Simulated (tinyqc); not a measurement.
Inside a calculation. Method: geometry optimisation on the UHF/sto-3g surface (energies and gradients from PySCF), for BeH, spin multiplicity 2. Computed by tinyqc, a small Python program that keeps every step (integrals from PySCF). Settings: charge = 0, multiplicity = 2, basis = sto-3g, optimiser = sd, first Hessian = 0.6, largest step = 0.3, iteration cap = 30. Command: `OMP_NUM_THREADS=1 python tinyqc.py 22185 22186 out.jsonl` (the two numbers bound the seeds that draw the settings). One thread of a shared host (Intel(R) Xeon(R) Processor @ 2.60GHz), about 0.6 s of CPU time with the checks.

## Step 1: energy and gradient

positions at the start (bohr), order 1Be, 2H:
```
[[0.0000, 0.0000, 0.0000],
 [0.0000, 0.0000, 2.7666]]
```

Self-consistent energy and analytic gradient at these positions.

energy = -14.926591 hartree

gradient (hartree/bohr), order 1Be, 2H:
```
[[0.000000, 0.000000, -0.051595],
 [0.000000, 0.000000, 0.051595]]
```

## Step 1: move

Steepest descent, p = -g / 0.6; steps longer than 0.3 bohr are cut back.

positions after step 1 (bohr), order 1Be, 2H:
```
[[0.0000, 0.0000, 0.0860],
 [0.0000, 0.0000, 2.6806]]
```

## Step 2: energy and gradient

As before.

energy = -14.933443 hartree

gradient (hartree/bohr), order 1Be, 2H:
```
[[0.000000, 0.000000, -0.026633],
 [0.000000, 0.000000, 0.026633]]
```

## Step 2: move

As before.

positions after step 2 (bohr), order 1Be, 2H:
```
[[0.0000, 0.0000, 0.1304],
 [0.0000, 0.0000, 2.6362]]
```

## Convergence

Stop when the largest gradient component is below 3e-5 hartree/bohr.

Course of the optimisation:
```
step  E (hartree)  largest gradient (hartree/bohr)
1      -14.926591                         5.16e-02
2      -14.933443                         2.66e-02
3      -14.935089                         9.96e-03
4      -14.935304                         2.94e-03
5      -14.935323                         7.78e-04
6      -14.935324                         1.99e-04
7      -14.935324                         5.05e-05
8      -14.935324                         1.28e-05
```

Final distances (angstrom):
```
pair    distance
2H-1Be    1.3014
```

Converged in 8 steps.
